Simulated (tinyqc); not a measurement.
Inside a calculation. Method: lattice vibrations of a chain. One step of it, computed by the program tinyqc.

Question. Frequencies. omega^2 are the eigenvalues; wavenumber = 521.4708 sqrt(eigenvalue) 1/cm.

D(q) (eV/(angstrom^2 u)):
```
                     1                    2
1             0.548387  -0.544766+0.386197i
2  -0.544766-0.386197i             0.852665
```

Give: eigenvalues; wavenumbers; weights |e|^2 of the mass-weighted modes.

Answer.

eigenvalues: 0.0156  1.3854

wavenumbers (1/cm): 65.2  613.8

weights |e|^2 of the mass-weighted modes:
```
        mode 1  mode 2
atom 1  0.6111  0.3889
atom 2  0.3889  0.6111
```
